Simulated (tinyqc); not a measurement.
# Square on-chip spiral inductor, lumped pi model: two studies

Outer diameter do = di + 2 n wd + 2 (n - 1) sp, mean da = (do + di)/2, fill p = (do - di)/(do + di), length l = 4 n da. L = 2.34 mu0 n^2 da/(1 + 2.75 p), mu0 = 4 pi 1e-7 H/m. Rs = rho l/(wd delta (1 - exp(-th/delta))), delta = sqrt(rho/(pi f mu0)). Cs = n wd^2 eps0 eo/hu across the coil. At each end Cox = l wd eps0 eo/(2 ho) leads to the substrate branch Rsi = 2 rs he/(l wd) in parallel with Csi = l wd eps0 11.7/(2 he). With one end grounded Y = 1/(Rs + i w L) + i w Cs + 1/[1/(i w Cox) + 1/(1/Rsi + i w Csi)], w = 2 pi f; Q = -Im Y/Re Y. Eddy currents in neighbouring turns and in the substrate are left out.

Values chosen for this exercise; values of the order met in silicon radio-frequency processes:
```
symbol,value,unit,meaning
n,1.5,,number of turns
wd,10,um,line width
sp,3,um,space between turns
di,140,um,inner diameter
th,4,um,metal thickness
rho,2.2,uohm cm,metal resistivity
ho,4.4,um,oxide below the coil
hu,0.9,um,oxide between coil and underpass
eo,4.1,,relative permittivity of the oxide
rs,20,ohm cm,substrate resistivity
he,50,um,effective spreading depth in the substrate
f,3.5,GHz,frequency
```

Constants: eps0 = 8.8541878128e-12 F/m. Results are converted to the units shown.

Each table varies one quantity; the others keep the values above.

## Quality factor against frequency

Apparent inductance Im(1/Y)/w; share of the loss Re(substrate branch)/Re Y.

Quality factor against frequency:
```
f (GHz)	Rs (ohm)	w L/Rs	Q	apparent inductance (nH)	loss in the substrate (%)
0.8	1.003	4.022	4.015	0.8032	0.1095
1.3	1.167	5.619	5.583	0.8038	0.4715
2.1	1.387	7.635	7.488	0.8050	1.578
3.5	1.709	10.33	9.800	0.8078	4.419
5.7	2.126	13.52	11.99	0.8150	9.846
9.3	2.684	17.48	13.52	0.8346	19.36
15	3.394	22.29	13.34	0.8898	33.40
25	4.376	28.81	9.989	1.100	52.08
41	5.603	36.90	2.926	2.760	69.58
```

Read the table: what changes, and by how much?

Q goes from 4.01 through a maximum of 13.5 (at f = 9.3 GHz among the rows listed) to 2.93; the exact peak is 13.7 at 11.5 GHz and Q reaches zero at the self-resonance, 47.7 GHz. The share of the substrate rises from 0.110 to 69.6 %, and the apparent inductance ends at 3.44 times L. At the peak the substrate takes 25.0 % of the loss. For f = 25, 41 the coil is longer than 0.15 of a wavelength in the oxide, where one lumped section is rough.

## Effect of the substrate resistivity

Same model as above.

Peak Q and its frequency from a search over f; self-resonance where Im Y = 0; Q at the given f (negative beyond resonance).

The same in every row: L (nH) = 0.8027; do (um) = 173.0.

Effect of the substrate resistivity:
```
rs (ohm cm)	peak Q	f of the peak (GHz)	self-resonance (GHz)	Q at f
0.1	14.71	9.930	26.60	10.13
1	12.17	6.659	33.56	10.01
3	10.98	5.666	45.34	9.787
10	11.61	8.093	47.54	9.621
30	15.09	13.41	47.74	9.927
100	18.49	17.91	47.76	10.16
1000	20.94	20.96	47.76	10.26
10000	21.26	21.34	47.76	10.27
```

As rs goes from 0.1 to 10000, L stays at 0.803 nH, the peak Q goes from 14.7 through a minimum of 11.0 (at rs = 3 among the rows listed) to 21.3, its frequency goes from 9.93 through a minimum of 5.67 (at rs = 3 among the rows listed) to 21.3 GHz and the self-resonance rises from 26.6 to 47.8 GHz. In this model both a very low and a very high resistivity dissipate little: the first shorts the branch to a pure Cox, the second blocks the current. For rs = 0.1, 1 eddy currents in the substrate, left out, would lower Q markedly.

Numbers from tinyqc (`OMP_NUM_THREADS=1 python tinyqc.py 2302209 2302210 out.jsonl`; about 0.01 s on one thread of a shared Intel Xeon 2.30GHz).
